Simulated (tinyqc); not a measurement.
Density of states of one tight-binding band on the square lattice: one step. Gaussian broadening at one energy. Four cases, with inputs chosen for the exercise.

Problem. Sum over the distinct energies with their counts.

Gaussian broadening: g(E) = mean over the mesh of exp(-(E - E_k)^2/(2 sigma^2))/(sigma sqrt(2 pi)), n(E) = mean of erfc((E_k - E)/(sigma sqrt 2))/2.

Give: n(E); g(E).

Case 1.

Values chosen: E = -0.8 eV (energy at which the density is wanted); sigma = 0.088 eV (Gaussian width).

Distinct energies:
```
E_k (eV)   points
-3.520000       1
-3.004508       4
-2.489016       4
-1.760000       4
-1.244508       8
-0.515492       4
0.000000       14
0.515492        4
1.244508        8
1.760000        4
2.489016        4
3.004508        4
3.520000        1
```

Solution.

n(E) = 0.3282
g(E) = 0.0015 1/eV

Case 2.

Values chosen: E = 3.59 eV (energy at which the density is wanted); sigma = 0.579 eV (Gaussian width).

Distinct energies:
```
E_k (eV)   points
-8.880000       1
-3.860000       4
0.000000        4
1.160000        2
3.860000        4
6.560000        1
```

Solution.

n(E) = 0.7676
g(E) = 0.1545 1/eV

Case 3.

Values chosen: E = -1.89 eV (energy at which the density is wanted); sigma = 0.225 eV (Gaussian width).

Distinct energies:
```
E_k (eV)   points
-3.000000       1
-2.560660       4
-2.121320       4
-1.500000       4
-1.060660       8
-0.439340       4
0.000000       14
0.439340        4
1.060660        8
1.500000        4
2.121320        4
2.560660        4
3.000000        1
```

Solution.

n(E) = 0.1336
g(E) = 0.0916 1/eV

Case 4.

Values chosen: E = -2.59 eV (energy at which the density is wanted); sigma = 0.369 eV (Gaussian width).

Distinct energies:
```
E_k (eV)   points
-5.760000       1
-4.793452       4
-3.898965       4
-2.460000       4
-1.739483       8
-0.126548       4
0.000000        4
0.420000        8
0.840000        2
1.314487        4
1.739483        8
2.460000        4
3.058965        4
3.605513        4
4.080000        1
```

Solution.

n(E) = 0.1646
g(E) = 0.0731 1/eV

Computed by tinyqc, one run a case: `OMP_NUM_THREADS=1 python tinyqc.py N N+1 out.jsonl` with N = 1651786, 1680311, 1680939, 1681183; one thread of a shared Intel(R) Xeon(R) Processor @ 2.30GHz, about 0.09 s a run at most.
